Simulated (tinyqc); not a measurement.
Inside a calculation: valley splitting of a silicon quantum well in envelope theory. Values are carried at full precision from step to step, so a last printed digit may differ when a step is redone from the rounded ones.

Constants: hbar^2/2m0 = 3.80998211 eV angstrom^2; kB = 8.617333262e-05 eV/K.

Parameters, chosen for this exercise (near those of a strained Si well in SiGe; shifted at random, so the results belong to these values and not to a real crystal): k0 = 0.849 2 pi/a (valley position); a = 5.431 angstrom (lattice constant); ml = 0.919 m0 (mass along z); F = 10.9 mV/nm (field pressing towards the upper interface); w = 0.6 angstrom (interface width parameter); L = 30 angstrom (well width); V0 = 0.16 eV (conduction offset); C0 = 0.241 (Bloch overlap factor); Yb = 0.24 (Ge share of the barrier); Yw = 0 (Ge share of the well); ad = 150 angstrom (dot radius).

## Wave number and lengths

q = 2 k0 (2 pi/a), its wavelength, the field length (c/(ml e F))^(1/3) with c = hbar^2/2m0 and 1 mV/nm = 1e-4 eV/angstrom, and the damping factor y/sinh(y), y = pi q w, of a step smoothed as 1/(1 + exp(z/w)).

q = 1.9644 1/angstrom
wavelength = 3.198 angstrom
field length = 15.6 angstrom
damping factor = 0.183

## The envelope

The well lies at 0 < z < L; U(z) = V0 [1/(1 + exp(z/w)) + 1/(1 + exp((L - z)/w))] - e F z, 1 mV/nm = 1e-4 eV/angstrom. The envelope psi solves -(c/ml) psi'' + U psi = E psi, c = hbar^2/2m0, by three-point differences on a grid of 0.1 angstrom from -40 to L + 40 angstrom. The two valleys at +/- k0 couple through D = C0 times the integral of exp(-i q z) U(z) psi^2, q = 2 k0 (2 pi/a), and split by Ev = 2|D|.

Two lowest levels, mean position, and psi^2 at both interfaces.

levels (meV): [8.13, 78.66]

<z> = 16.8 angstrom
psi^2 at z = 0 and L (1/angstrom): [0.00464, 0.0113]

The field makes psi^2 at the upper interface 2.44 times that at the lower one. The orbital spacing is 70.5 meV.

## Contributions to the coupling

Split D into the lower barrier, the upper barrier and the field term.

Parts of D (micro-eV):
```
part              real  imaginary    size
lower barrier   11.366     13.314  17.506
upper barrier  -41.606      8.640  42.494
field term      -0.179      0.018   0.180
```

## Valley splitting and phase

The inter-valley coupling D is the sum of the complex parts; Ev = 2|D|, the valley phase is arg D, and kB T equals Ev at T = Ev/kB.

Ev = 75.0 micro-eV
phase = 2.52 rad
T = 0.87 K

The upper barrier gives the largest part.

## Alloy disorder

Random alloy: with Y(z) = Yw + (Yb - Yw) B(z), B the bracket in U, and in-plane density exp(-r^2/ad^2)/(pi ad^2), D gains a random complex part of variance sigma^2 = (C0^2/pi)(a^2 V0/(8 ad (Yb - Yw)))^2 (4/a) times the integral of psi^4 Y (1 - Y). Alone it gives a mean splitting sqrt(pi) sigma; together with the smooth part the rms splitting is 2 sqrt(|D|^2 + sigma^2).

Give the integral, sigma, the mean splitting from disorder alone and the rms total.

integral = 5.82e-05 1/angstrom
sigma = 14.6 micro-eV
sqrt(pi) sigma = 25.9 micro-eV
rms splitting = 80.5 micro-eV

|D|/sigma = 2.57: the smooth part dominates, and the splitting scatters from dot to dot by about sqrt2 sigma, 27 % of Ev; this needs interfaces sharper than most grown wells have.

## Checks

- Lowest level for sharp walls and no field against the square well, meV: both 25.0.
- Size of one barrier part in that case against C0 V0 psi(0)^2/sqrt(q^2 + 4 kappa^2), micro-eV: both 1.5e+02.

Computed by tinyqc, a small Python program: `OMP_NUM_THREADS=1 python tinyqc.py 1251827 1251828 out.jsonl` (the numbers bound the seed that draws the inputs); one thread of a shared host (Intel(R) Xeon(R) Processor @ 2.30GHz), about 0.09 s for the whole set of steps.
